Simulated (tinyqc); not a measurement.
What moves the results: Wannier functions of a composite (isolated) pair of valence bands (bonds of an sp chain). A value that a table varies takes the place of the one given here.

Each atom has a hybrid pointing left (<) and right (>). H(k): diagonal +V3 on A, -V3 on B; <A<|A>> = -V1a, <B<|B>> = -V1b, <A>|B<> = -V2, <B>|A<> = -V2p exp(ik); k in 1/a, Bloch sums with exp(ikR). The two lowest bands are filled. Trial functions in cell 0: g1 = cos(c) A> + sin(c) B<, and g2 = sin(c) B> + cos(c) A< of cell 1, whose Bloch vector has cos(c) exp(-ik) on A<. Projection A_mn = <psi_m|g_n>, S = A^+ A, Loewdin U = A S^(-1/2), Bloch-like states w_n = sum_m psi_m U_mn, H_W(k) = U^+ diag(E) U. P = sum_m |psi_m><psi_m| is free of phase choices, and S = g^+ P g, w = P g S^(-1/2).

Inputs chosen for the exercise:
```
symbol  value  unit     meaning
V2      4.96   eV       coupling in the bond A-B inside the cell
V2p     4.22   eV       coupling in the bond to the next cell
V1a     1.29   eV       coupling of the two hybrids on A
V1b     1.39   eV       the same on B
V3      0      eV       A at +V3, B at -V3
xb      0.56   a        position of B (A at 0)
c       45     degrees  trial bonds cos(c) on A, sin(c) on B
```

## Choice of the trial bonds

N = 12; centres and spreads in real space with point-like hybrids at R and R + xb; smallest eigenvalue of S over the mesh.

Trial angle:
```
c (deg)  smallest S  centre 1 (a)  centre 2 (a)  sum of centres  total spread (a^2)  H_12(R = 0), mean over k (eV)
15            0.619        0.2804        0.7796          1.0600              0.1328                        -0.6957
30            0.846        0.2804        0.7796          1.0600              0.1327                        -0.6916
45            0.978        0.2804        0.7796          1.0600              0.1326                        -0.6880
55            0.903        0.2804        0.7796          1.0600              0.1327                        -0.6856
65            0.778        0.2804        0.7796          1.0600              0.1327                        -0.6831
75            0.619        0.2804        0.7796          1.0600              0.1328                        -0.6801
85            0.445        0.2804        0.7796          1.0600              0.1330                        -0.6764
```

The sum of the centres stays at 1.0600 a within 0.0000: it gives the electronic polarisation, modulo a, and is fixed by the filled space. Single centres move by less than 0.0001 a here and H_12(0), a matter of gauge, moves by 19 meV. The total spread runs only from 0.1326 to 0.1330 a^2, so the orthogonalisation repairs even poor trials; the projection is best at c = 45 degrees among these rows, and the two bonds, isolated, have c = 45 and 45.

## Interpolating the pair or each band alone

Largest error on 25 points from 0 to pi. Pair: diagonalise the Hermitian part of sum_R exp(ikR) H(R) over the N cells nearest the origin, with H(R) the mean of exp(-ikR) H_W(k) on the mesh k = 2 pi j/N. Alone: the cosine series of each sorted band on the same mesh.

Errors (meV):
```
N      pair  each band alone
3   6.41549        165.96167
4   4.35664         38.95357
5   0.28126         52.95906
6   0.14213         12.62480
8   0.00788          4.89417
10  0.00045          2.27238
14  0.00000          0.48556
```

smallest spacing of the two filled bands = 0.7467 eV

At N = 6 the pair errs by 0.14 meV and the single bands by 13; at N = 10, 0.00045 against 2.3. Both fall exponentially: the pair at a rate tied to the gap to the empty bands (6.40 eV), the single bands at a slower one tied to their own spacing (0.747 eV at the closest). Not every column falls at every step, since even meshes hold k = pi and odd ones do not.

## What each parameter does

N = 12: centres, total spread (point-like hybrids at R and R + xb) and H_12(0). Each row changes one parameter from the base and keeps the others.

Results:
```
case           centre 1 (a)  centre 2 (a)  total spread (a^2)  H_12(0) (eV)
base                 0.2804        0.7796              0.1326       -0.6880
V2 = 5.36 eV         0.2804        0.7796              0.1321       -0.6885
V2p = 4.62 eV        0.2804        0.7796              0.1321       -0.6886
V1a = 1.49 eV        0.2796        0.7804              0.1336       -0.6857
V1b = 1.59 eV        0.2812        0.7788              0.1337       -0.7870
V3 = 0.4 eV          0.3018        0.7595              0.1317       -0.7474
xb = 0.61 a          0.3054        0.8046              0.1369       -0.6880
```

The largest shifts from the base row, up to three for each result and ties (the steps differ in size, so this ranks the rows, not the parameters). centre 1 (a): xb +0.0250, V3 +0.0214, V1b +0.0009; unchanged at the printed digits by V2 and V2p. centre 2 (a): xb +0.0250, V3 -0.0201, V1b -0.0009; unchanged at the printed digits by V2 and V2p. total spread (a^2): xb +0.0042, V1b +0.0010, V1a +0.0010. H_12(0) (eV): V1b -0.0990, V3 -0.0594, V1a +0.0023; unchanged at the printed digits by xb.

Program tinyqc; command `OMP_NUM_THREADS=1 python tinyqc.py 1451766 1451767 out.jsonl`; about 0.2 s on one thread of a shared Intel(R) Xeon(R) Processor @ 2.30GHz.
